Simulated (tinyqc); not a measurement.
Electroplating on a thin resistive seed layer: kinetics, Wagner number and the terminal effect across a wafer: one step, computed by the program tinyqc. Command: `OMP_NUM_THREADS=1 python tinyqc.py 3120267 3120268 out.jsonl terminal walk`. One thread of a shared host (Intel(R) Xeon(R) Processor @ 2.30GHz), about 0.02 s of CPU time with the checks.

Current enters the seed at the rim. The bath is treated as a local resistance per area (no lateral flow in the liquid), two electrons per ion, molar volume 7.11 cm^3/mol, Faraday constant F = e N_A, kinematic viscosity 0.01 cm^2/s, omega = 2 pi x rpm/60; k_B T/e is in volts.

Task: Rate, limit and resistances. Growth rate = i V_m/(2 F). Levich limit i_L = 0.62 x 2 F D^(2/3) omega^(1/2) nu^(-1/6) c. Tafel overpotential eta = (k_B T/(alpha e)) ln(i/i_0); kinetic resistance k_B T/(alpha e i); bath resistance h/kappa + plate; R_s = resistivity/t; Wagner number = kinetic resistance x kappa/R.

Inputs (values chosen for the exercise, of the order of those for copper plating on a thin cobalt or ruthenium seed):

| quantity | value | unit |
|---|---|---|
| wafer radius R | 10 | cm |
| seed thickness t | 170 | nm |
| seed resistivity | 24 | microohm cm |
| bath conductivity kappa | 0.035 | S/cm |
| gap to the anode h | 12 | cm |
| extra resistance of a porous plate | 0 | ohm cm^2 |
| exchange current density i_0 | 0.048 | mA/cm^2 |
| cathodic transfer coefficient alpha | 0.71 | - |
| mean current density | 15 | mA/cm^2 |
| diffusivity of the metal ion | 5.9e-06 | cm^2/s |
| metal ion concentration | 0.35 | mol/L |
| rotation rate | 200 | rpm |
| temperature T | 298 | K |

Constants: e = 1.602176634e-19 C; N_A = 6.02214076e+23 1/mol; k_B = 8.617333262e-05 eV/K.

Give: growth rate; limiting current i_L; overpotential; kinetic resistance; bath resistance R_b; sheet resistance R_s; Wagner number.

Result:

growth rate = 331.6 nm/min

limiting current i_L = 134.8 mA/cm^2

overpotential = 207.8 mV

kinetic resistance = 2.411 ohm cm^2

bath resistance R_b = 342.9 ohm cm^2

sheet resistance R_s = 1.412 ohm/square

Wagner number = 0.008439
